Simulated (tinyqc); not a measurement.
# From G(t) - G(o) back to temperature T

Model: competing polymorphs of an oxide film: bulk, surface, grain-boundary, dopant and field terms. Computed by tinyqc, a small Python program. Command: `OMP_NUM_THREADS=1 python tinyqc.py 3024829 3024830 out.jsonl polymorph inv`. One thread of a shared host (Intel(R) Xeon(R) Processor @ 2.30GHz), about 0.01 s of CPU time with the checks.

Phases: monoclinic m (reference), polar orthorhombic o, tetragonal t. Free energies per formula unit (f.u.); 1 J/m^2 x angstrom^3/nm = 6.241509 meV.

Inputs (values chosen for the exercise, for a model oxide):

| quantity | value | unit |
|---|---|---|
| energy of the polar phase o over m | 53.6 | meV/f.u. |
| energy of the tetragonal phase t over m | 121 | meV/f.u. |
| entropy of o over m | 0.009 | meV/(f.u. K) |
| entropy of t over m | 0.066 | meV/(f.u. K) |
| surface energy of m | 3.08 | J/m^2 |
| surface energy of o | 2.46 | J/m^2 |
| surface energy of t | 2.35 | J/m^2 |
| grain-boundary energy over surface energy | 0.49 | - |
| volume per formula unit Omega | 35.2 | angstrom^3 |
| film thickness h | 24 | nm |
| grain radius R | 13 | nm |
| dopant content x | 5.8 | % |
| shift of o per % of dopant | -4.8 | meV/f.u. |
| shift of t per % of dopant | -16 | meV/f.u. |

Geometry: columnar grains in a film.

Method. Bulk term b = H - T S + (shift) x, zero for m. The undoped bulk turns from m to t at T = H_t/S_t. Area per volume: A = 2/h + f_b/R (two free faces; the side wall 2/R is shared by two grains and carries f_b gamma); G = b + gamma Omega A.

Question. A run gave the result below. Find the temperature T, known to lie between 200 and 550 K.

G(t) - G(o) = -18.70774 meV/f.u.

Answer.

Each step takes the trial c = (a f_b - b f_a)/(f_b - f_a), f being the result less the target and a, b, c the logarithms of the listed values; c replaces end b, the old b replaces a if the sign of f changed, and otherwise f_a is halved.

Scan of the range:

| temperature T (K) | G(t) - G(o) (meV/f.u.) |
|---|---|
| 200 | -11.8848 |
| 237 | -13.9938 |
| 280 | -16.4448 |
| 332 | -19.4088 |
| 393 | -22.8858 |
| 465 | -26.9898 |
| 550 | -31.8348 |

False position (Illinois rule, in the logarithm of the input) inside the bracket:

| step | end a | end b | trial | G(t) - G(o) (meV/f.u.) |
|---|---|---|---|---|
| 1 | 280.000 | 332.000 | 318.889 | -18.6615 |
| 2 | 332.000 | 318.889 | 319.685 | -18.7069 |
| 3 | 332.000 | 319.685 | 319.715 | -18.7086 |
| 4 | 319.685 | 319.715 | 319.700 | -18.7077 |
| 5 | 319.715 | 319.700 | 319.700 | -18.7077 |

G(t) - G(o) falls at every point of a 13-point scan of the range (every second point is shown), so one value fits; it is bracketed by 280 and 332. The scan shows a straight line, so linear interpolation between any two rows gives the answer at once. Answer: temperature T = 319.7 K.

Caution: this is an equilibrium ranking; real films often keep the phase that nucleates first on cooling from t.
